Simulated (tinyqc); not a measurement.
UHF in the sto-6g basis, for H4, spin multiplicity 1, step by step. Computed by tinyqc, a small Python program that keeps every step (integrals from PySCF). Settings: charge = 0, multiplicity = 1, basis = sto-6g, energy threshold = 1e-10, iteration cap = 80, orthogonalisation = symmetric, start = Wolfsberg-Helmholz matrix, DIIS depth = 0, method = UHF, break = 0.2. Command: `OMP_NUM_THREADS=1 python tinyqc.py 26780 26781 out.jsonl` (the two numbers bound the seeds that draw the settings). One thread of a shared host (Intel(R) Xeon(R) Processor @ 2.60GHz), about 0.1 s of CPU time with the checks. Later iterations appear only in the table of the cycle.

## One-electron integrals

Geometry (angstrom):

| atom | x | y | z |
|---|---|---|---|
| H | 0.0000 | 0.0000 | 0.0000 |
| H | 0.0000 | 0.0000 | 0.9550 |
| H | 0.0000 | 0.0000 | 2.9320 |
| H | 0.0000 | 0.0000 | 3.8870 |

Basis sto-6g: exponents (1/bohr^2) and contraction coefficients of normalised primitives:

| element | l (shell) | exponent | coefficient |
|---|---|---|---|
| H | s (1) | 35.5232 | 0.0092 |
| H | s (1) | 6.5131 | 0.0494 |
| H | s (1) | 1.8221 | 0.1685 |
| H | s (1) | 0.6260 | 0.3706 |
| H | s (1) | 0.2431 | 0.4165 |
| H | s (1) | 0.1001 | 0.1303 |

Overlap, kinetic and nuclear-attraction integrals over the contracted functions; the nuclear repulsion is the sum of Za Zb / Rab.

nuclear repulsion = 1.872998 hartree

overlap S:
```
        1H 1s   2H 1s   3H 1s   4H 1s
1H 1s  1.0000  0.5235  0.0245  0.0041
2H 1s  0.5235  1.0000  0.1244  0.0245
3H 1s  0.0245  0.1244  1.0000  0.5235
4H 1s  0.0041  0.0245  0.5235  1.0000
```

kinetic energy T (hartree):
```
         1H 1s    2H 1s    3H 1s    4H 1s
1H 1s   0.7685   0.1287  -0.0062  -0.0015
2H 1s   0.1287   0.7685  -0.0114  -0.0062
3H 1s  -0.0062  -0.0114   0.7685   0.1287
4H 1s  -0.0015  -0.0062   0.1287   0.7685
```

nuclear attraction V (hartree):
```
         1H 1s    2H 1s    3H 1s    4H 1s
1H 1s  -2.0899  -1.0520  -0.0400  -0.0064
2H 1s  -1.0520  -2.2213  -0.2072  -0.0400
3H 1s  -0.0400  -0.2072  -2.2213  -1.0520
4H 1s  -0.0064  -0.0400  -1.0520  -2.0899
```

core Hamiltonian H = T + V (hartree):
```
         1H 1s    2H 1s    3H 1s    4H 1s
1H 1s  -1.3214  -0.9233  -0.0462  -0.0080
2H 1s  -0.9233  -1.4527  -0.2186  -0.0462
3H 1s  -0.0462  -0.2186  -1.4527  -0.9233
4H 1s  -0.0080  -0.0462  -0.9233  -1.3214
```

## Two-electron integrals

Functions are numbered as in S; the eight-fold symmetry (ij|kl) = (ji|kl) = (kl|ij) leaves the list below.

Two-electron integrals (ij|kl) in chemists' order, unique and non-zero (hartree):
```
(11|11) 0.7750     (21|11) 0.3307     (21|21) 0.1774     (22|11) 0.4929
(22|21) 0.3307     (22|22) 0.7750     (31|11) 0.0091     (31|21) 0.0055
(31|22) 0.0121     (31|31) 2.56e-04   (32|11) 0.0351     (32|21) 0.0236
(32|22) 0.0582     (32|31) 0.0014     (32|32) 0.0079     (33|11) 0.1805
(33|21) 0.1136     (33|22) 0.2667     (33|31) 0.0091     (33|32) 0.0582
(33|33) 0.7750     (41|11) 0.0012     (41|21) 0.0008     (41|22) 0.0017
(41|31) 3.88e-05   (41|32) 2.13e-04   (41|33) 0.0017     (41|41) 6.21e-06
(42|11) 0.0057     (42|21) 0.0038     (42|22) 0.0091     (42|31) 2.31e-04
(42|32) 0.0014     (42|33) 0.0121     (42|41) 3.88e-05   (42|42) 2.56e-04
(43|11) 0.0816     (43|21) 0.0500     (43|22) 0.1136     (43|31) 0.0038
(43|32) 0.0236     (43|33) 0.3307     (43|41) 0.0008     (43|42) 0.0055
(43|43) 0.1774     (44|11) 0.1361     (44|21) 0.0816     (44|22) 0.1805
(44|31) 0.0057     (44|32) 0.0351     (44|33) 0.4929     (44|41) 0.0012
(44|42) 0.0091     (44|43) 0.3307     (44|44) 0.7750
```

## Orthogonalisation

S = U s U^T; symmetric (Loewdin) form X = U s^(-1/2) U^T, so that X^T S X = 1.

eigenvalues of S: 0.4331  0.5129  1.4384  1.6156

X:
```
         1H 1s    2H 1s    3H 1s    4H 1s
1H 1s   1.1302  -0.3217   0.0187  -0.0054
2H 1s  -0.3217   1.1380  -0.0797   0.0187
3H 1s   0.0187  -0.0797   1.1380  -0.3217
4H 1s  -0.0054   0.0187  -0.3217   1.1302
```

## Starting guess

The start is the generalised Wolfsberg-Helmholz matrix (K = 1.75) built on H, with HOMO and LUMO mixed by +/-0.2 rad for the two spins; D(s) = C_occ C_occ^T for each spin.

D(alpha) at the start:
```
         1H 1s   2H 1s    3H 1s    4H 1s
1H 1s   0.4121  0.3091  -0.1513  -0.0304
2H 1s   0.3091  0.2885   0.0451   0.0751
3H 1s  -0.1513  0.0451   0.4989   0.2849
4H 1s  -0.0304  0.0751   0.2849   0.1713
```

D(beta) at the start:
```
         1H 1s    2H 1s   3H 1s    4H 1s
1H 1s   0.1713   0.2849  0.0751  -0.0304
2H 1s   0.2849   0.4989  0.0451  -0.1513
3H 1s   0.0751   0.0451  0.2885   0.3091
4H 1s  -0.0304  -0.1513  0.3091   0.4121
```

## Iteration 1: building the Fock matrix

J_ij = sum D_kl (ij|kl) with D = D(alpha) + D(beta), K_ij = sum D_kl (ik|jl) for each spin; F = H + J - K(s); E = tr D H + tr D J / 2 - 0.5 sum_s tr D(s) K(s) + E_nn.

Coulomb J (hartree):
```
        1H 1s   2H 1s   3H 1s   4H 1s
1H 1s  1.5555  0.8633  0.0365  0.0059
2H 1s  0.8633  1.7479  0.1897  0.0365
3H 1s  0.0365  0.1897  1.7479  0.8633
4H 1s  0.0059  0.0365  0.8633  1.5555
```

exchange K(alpha) (hartree):
```
         1H 1s   2H 1s   3H 1s    4H 1s
1H 1s   0.5729  0.4353  0.0084  -0.0005
2H 1s   0.4353  0.5051  0.0723   0.0382
3H 1s   0.0084  0.0723  0.6145   0.4168
4H 1s  -0.0005  0.0382  0.4168   0.4114
```

exchange K(beta) (hartree):
```
         1H 1s   2H 1s   3H 1s    4H 1s
1H 1s   0.4114  0.4168  0.0382  -0.0005
2H 1s   0.4168  0.6145  0.0723   0.0084
3H 1s   0.0382  0.0723  0.5051   0.4353
4H 1s  -0.0005  0.0084  0.4353   0.5729
```

F(alpha) (hartree):
```
         1H 1s    2H 1s    3H 1s    4H 1s
1H 1s  -0.3388  -0.4954  -0.0182  -0.0015
2H 1s  -0.4954  -0.2099  -0.1012  -0.0479
3H 1s  -0.0182  -0.1012  -0.3193  -0.4768
4H 1s  -0.0015  -0.0479  -0.4768  -0.1773
```

F(beta) (hartree):
```
         1H 1s    2H 1s    3H 1s    4H 1s
1H 1s  -0.1773  -0.4768  -0.0479  -0.0015
2H 1s  -0.4768  -0.3193  -0.1012  -0.0182
3H 1s  -0.0479  -0.1012  -0.2099  -0.4954
4H 1s  -0.0015  -0.0182  -0.4954  -0.3388
```

total energy of this density = -2.129359 hartree

## Iteration 1: diagonalisation and new density

Diagonalise F' = X^T F X, C = X C', fill 2 alpha and 2 beta electrons from the bottom; D(s) = C_occ C_occ^T. Each column has its largest component positive (the first on a tie).

F' = X^T F X (alpha) (hartree):
```
         1        2        3        4
1  -0.0940  -0.4907   0.0431  -0.0043
2  -0.4907   0.0706  -0.1021   0.0090
3   0.0431  -0.1021  -0.0676  -0.4813
4  -0.0043   0.0090  -0.4813   0.0864
```

orbital energies (alpha) (hartree): MO1 -0.5237, MO2 -0.4699, MO3 0.4186, MO4 0.5703

coefficients C (alpha):
```
          MO1      MO2      MO3      MO4
1H 1s  0.5320  -0.3877   0.7006  -0.6760
2H 1s  0.4376  -0.2184  -0.7226   0.8025
3H 1s  0.3198   0.5717  -0.5908  -0.7918
4H 1s  0.2305   0.4244   0.7569   0.7583
```

F' = X^T F X (beta) (hartree):
```
         1        2        3        4
1   0.0864  -0.4813   0.0090  -0.0043
2  -0.4813  -0.0676  -0.1021   0.0431
3   0.0090  -0.1021   0.0706  -0.4907
4  -0.0043   0.0431  -0.4907  -0.0940
```

orbital energies (beta) (hartree): MO1 -0.5237, MO2 -0.4699, MO3 0.4186, MO4 0.5703

coefficients C (beta):
```
          MO1      MO2      MO3      MO4
1H 1s  0.2305   0.4244   0.7569   0.7583
2H 1s  0.3198   0.5717  -0.5908  -0.7918
3H 1s  0.4376  -0.2184  -0.7226   0.8025
4H 1s  0.5320  -0.3877   0.7006  -0.6760
```

D(alpha) after iteration 1:
```
         1H 1s   2H 1s    3H 1s    4H 1s
1H 1s   0.4334  0.3175  -0.0515  -0.0419
2H 1s   0.3175  0.2392   0.0151   0.0082
3H 1s  -0.0515  0.0151   0.4292   0.3164
4H 1s  -0.0419  0.0082   0.3164   0.2333
```

D(beta) after iteration 1:
```
         1H 1s    2H 1s   3H 1s    4H 1s
1H 1s   0.2333   0.3164  0.0082  -0.0419
2H 1s   0.3164   0.4292  0.0151  -0.0515
3H 1s   0.0082   0.0151  0.2392   0.3175
4H 1s  -0.0419  -0.0515  0.3175   0.4334
```

## Iteration 2: building the Fock matrix

As before.

Coulomb J (hartree):
```
        1H 1s   2H 1s   3H 1s   4H 1s
1H 1s  1.5807  0.8606  0.0358  0.0058
2H 1s  0.8606  1.7097  0.1847  0.0358
3H 1s  0.0358  0.1847  1.7097  0.8606
4H 1s  0.0058  0.0358  0.8606  1.5807
```

exchange K(alpha) (hartree):
```
         1H 1s   2H 1s   3H 1s    4H 1s
1H 1s   0.5875  0.4342  0.0177  -0.0010
2H 1s   0.4342  0.4757  0.0622   0.0265
3H 1s   0.0177  0.0622  0.5870   0.4319
4H 1s  -0.0010  0.0265  0.4319   0.4664
```

exchange K(beta) (hartree):
```
         1H 1s   2H 1s   3H 1s    4H 1s
1H 1s   0.4664  0.4319  0.0265  -0.0010
2H 1s   0.4319  0.5870  0.0622   0.0177
3H 1s   0.0265  0.0622  0.4757   0.4342
4H 1s  -0.0010  0.0177  0.4342   0.5875
```

F(alpha) (hartree):
```
         1H 1s    2H 1s    3H 1s    4H 1s
1H 1s  -0.3282  -0.4969  -0.0281  -0.0011
2H 1s  -0.4969  -0.2187  -0.0962  -0.0370
3H 1s  -0.0281  -0.0962  -0.3300  -0.4947
4H 1s  -0.0011  -0.0370  -0.4947  -0.2070
```

F(beta) (hartree):
```
         1H 1s    2H 1s    3H 1s    4H 1s
1H 1s  -0.2070  -0.4947  -0.0370  -0.0011
2H 1s  -0.4947  -0.3300  -0.0962  -0.0281
3H 1s  -0.0370  -0.0962  -0.2187  -0.4969
4H 1s  -0.0011  -0.0281  -0.4969  -0.3282
```

total energy of this density = -2.164738 hartree

## Iteration 2: diagonalisation and new density

As before.

F' = X^T F X (alpha) (hartree):
```
         1        2        3        4
1  -0.0807  -0.4924   0.0296  -0.0039
2  -0.4924   0.0604  -0.0949   0.0208
3   0.0296  -0.0949  -0.0723  -0.4920
4  -0.0039   0.0208  -0.4920   0.0606
```

orbital energies (alpha) (hartree): MO1 -0.5302, MO2 -0.4841, MO3 0.4176, MO4 0.5648

coefficients C (alpha):
```
          MO1      MO2      MO3      MO4
1H 1s  0.4384  -0.4716   0.7023  -0.6881
2H 1s  0.3754  -0.3322  -0.7017   0.8133
3H 1s  0.4358   0.4732  -0.6190  -0.7798
4H 1s  0.3192   0.3835   0.7568   0.7481
```

F' = X^T F X (beta) (hartree):
```
         1        2        3        4
1   0.0606  -0.4920   0.0208  -0.0039
2  -0.4920  -0.0723  -0.0949   0.0296
3   0.0208  -0.0949   0.0604  -0.4924
4  -0.0039   0.0296  -0.4924  -0.0807
```

orbital energies (beta) (hartree): MO1 -0.5302, MO2 -0.4841, MO3 0.4176, MO4 0.5648

coefficients C (beta):
```
          MO1      MO2      MO3      MO4
1H 1s  0.3192   0.3835   0.7568   0.7481
2H 1s  0.4358   0.4732  -0.6190  -0.7798
3H 1s  0.3754  -0.3322  -0.7017   0.8133
4H 1s  0.4384  -0.4716   0.7023  -0.6881
```

D(alpha) after iteration 2:
```
         1H 1s    2H 1s    3H 1s    4H 1s
1H 1s   0.4146   0.3212  -0.0321  -0.0409
2H 1s   0.3212   0.2513   0.0064  -0.0076
3H 1s  -0.0321   0.0064   0.4139   0.3206
4H 1s  -0.0409  -0.0076   0.3206   0.2489
```

D(beta) after iteration 2:
```
         1H 1s    2H 1s    3H 1s    4H 1s
1H 1s   0.2489   0.3206  -0.0076  -0.0409
2H 1s   0.3206   0.4139   0.0064  -0.0321
3H 1s  -0.0076   0.0064   0.2513   0.3212
4H 1s  -0.0409  -0.0321   0.3212   0.4146
```

## Iteration 50 (converged): orbitals

converged F(alpha) (hartree):
```
         1H 1s    2H 1s    3H 1s    4H 1s
1H 1s  -0.2694  -0.4992  -0.0321  -0.0011
2H 1s  -0.4992  -0.2759  -0.0938  -0.0321
3H 1s  -0.0321  -0.0938  -0.2760  -0.4992
4H 1s  -0.0011  -0.0321  -0.4992  -0.2694
```

converged F(beta) (hartree):
```
         1H 1s    2H 1s    3H 1s    4H 1s
1H 1s  -0.2694  -0.4992  -0.0321  -0.0011
2H 1s  -0.4992  -0.2760  -0.0938  -0.0321
3H 1s  -0.0321  -0.0938  -0.2759  -0.4992
4H 1s  -0.0011  -0.0321  -0.4992  -0.2694
```

As before.

F' = X^T F X (alpha) (hartree):
```
         1        2        3        4
1  -0.0100  -0.4957   0.0252  -0.0040
2  -0.4957  -0.0061  -0.0921   0.0252
3   0.0252  -0.0921  -0.0061  -0.4957
4  -0.0040   0.0252  -0.4957  -0.0100
```

orbital energies (alpha) (hartree): MO1 -0.5285, MO2 -0.4829, MO3 0.4162, MO4 0.5629

coefficients C (alpha):
```
          MO1      MO2      MO3      MO4
1H 1s  0.3787   0.4297   0.7315  -0.7198
2H 1s  0.4076   0.4039  -0.6631   0.7976
3H 1s  0.4076  -0.4039  -0.6631  -0.7976
4H 1s  0.3787  -0.4297   0.7315   0.7198
```

F' = X^T F X (beta) (hartree):
```
         1        2        3        4
1  -0.0100  -0.4957   0.0252  -0.0040
2  -0.4957  -0.0061  -0.0921   0.0252
3   0.0252  -0.0921  -0.0061  -0.4957
4  -0.0040   0.0252  -0.4957  -0.0100
```

orbital energies (beta) (hartree): MO1 -0.5285, MO2 -0.4829, MO3 0.4162, MO4 0.5629

coefficients C (beta):
```
          MO1      MO2      MO3      MO4
1H 1s  0.3787  -0.4297   0.7315   0.7198
2H 1s  0.4076  -0.4039  -0.6631  -0.7976
3H 1s  0.4076   0.4039  -0.6631   0.7976
4H 1s  0.3787   0.4297   0.7315  -0.7198
```

D(alpha) after iteration 50:
```
         1H 1s    2H 1s    3H 1s    4H 1s
1H 1s   0.3281   0.3279  -0.0192  -0.0413
2H 1s   0.3279   0.3293   0.0030  -0.0192
3H 1s  -0.0192   0.0030   0.3293   0.3279
4H 1s  -0.0413  -0.0192   0.3279   0.3280
```

D(beta) after iteration 50:
```
         1H 1s    2H 1s    3H 1s    4H 1s
1H 1s   0.3280   0.3279  -0.0192  -0.0413
2H 1s   0.3279   0.3293   0.0030  -0.0192
3H 1s  -0.0192   0.0030   0.3293   0.3279
4H 1s  -0.0413  -0.0192   0.3279   0.3281
```

## Convergence

Stop when the energy changes by less than 1e-10 hartree and every element of the error matrix X^T (F D S - S D F) X (for each spin) is below 3e-06.

Course of the cycle:

| iteration | E (hartree) | change | largest element of the error matrix |
|---|---|---|---|
| 1 | -2.129359 | - | 7.11e-02 |
| 2 | -2.164738 | -3.54e-02 | 1.46e-02 |
| 3 | -2.167135 | -2.40e-03 | 1.10e-02 |
| 4 | -2.168127 | -9.92e-04 | 9.32e-03 |
| 5 | -2.168787 | -6.60e-04 | 7.80e-03 |
| 6 | -2.169245 | -4.58e-04 | 6.52e-03 |
| 7 | -2.169565 | -3.20e-04 | 5.45e-03 |
| 8 | -2.169789 | -2.24e-04 | 4.56e-03 |
| 9 | -2.169946 | -1.57e-04 | 3.82e-03 |
| 10 | -2.170056 | -1.10e-04 | 3.21e-03 |
| 11 | -2.170133 | -7.75e-05 | 2.69e-03 |
| 12 | -2.170188 | -5.46e-05 | 2.26e-03 |
| 13 | -2.170226 | -3.84e-05 | 1.89e-03 |
| 14 | -2.170253 | -2.70e-05 | 1.59e-03 |
| ... | ... | ... | ... |
| 37 | -2.170318 | -8.62e-09 | 2.84e-05 |
| 38 | -2.170318 | -6.07e-09 | 2.38e-05 |
| 39 | -2.170318 | -4.28e-09 | 2.00e-05 |
| 40 | -2.170318 | -3.02e-09 | 1.68e-05 |
| 41 | -2.170318 | -2.13e-09 | 1.41e-05 |
| 42 | -2.170318 | -1.50e-09 | 1.18e-05 |
| 43 | -2.170318 | -1.06e-09 | 9.92e-06 |
| 44 | -2.170318 | -7.44e-10 | 8.33e-06 |
| 45 | -2.170318 | -5.24e-10 | 6.99e-06 |
| 46 | -2.170318 | -3.69e-10 | 5.87e-06 |
| 47 | -2.170318 | -2.60e-10 | 4.93e-06 |
| 48 | -2.170318 | -1.83e-10 | 4.14e-06 |
| 49 | -2.170318 | -1.29e-10 | 3.47e-06 |
| 50 | -2.170318 | -9.11e-11 | 2.92e-06 |

PySCF UHF in the same basis, after a stability check = -2.170318 hartree

Converged in 50 iterations.

## Populations, bond orders and dipole

Mulliken: Z minus the diagonal of D S on the atom; Loewdin: the same with S^(1/2) D S^(1/2); Mayer order: 2 sum_s sum (D(s) S)_ij (D(s) S)_ji over the two atoms.

Charges (e):

| atom | Mulliken | Loewdin | Mulliken spin |
|---|---|---|---|
| 1H | 0.0018 | 0.0005 | 3.68e-05 |
| 2H | -0.0018 | -0.0005 | -3.63e-05 |
| 3H | -0.0018 | -0.0005 | 3.63e-05 |
| 4H | 0.0018 | 0.0005 | -3.68e-05 |

Mayer bond orders:

| pair | order |
|---|---|
| 2-1 | 0.9932 |
| 3-1 | -2.64e-04 |
| 3-2 | 0.0070 |
| 4-1 | 0.0070 |
| 4-2 | -2.64e-04 |
| 4-3 | 0.9932 |

dipole moment about the origin, x y z (debye): 0.0000  0.0000  0.0000

<S^2> of the determinant (pure state: 0) = 1.96e-09
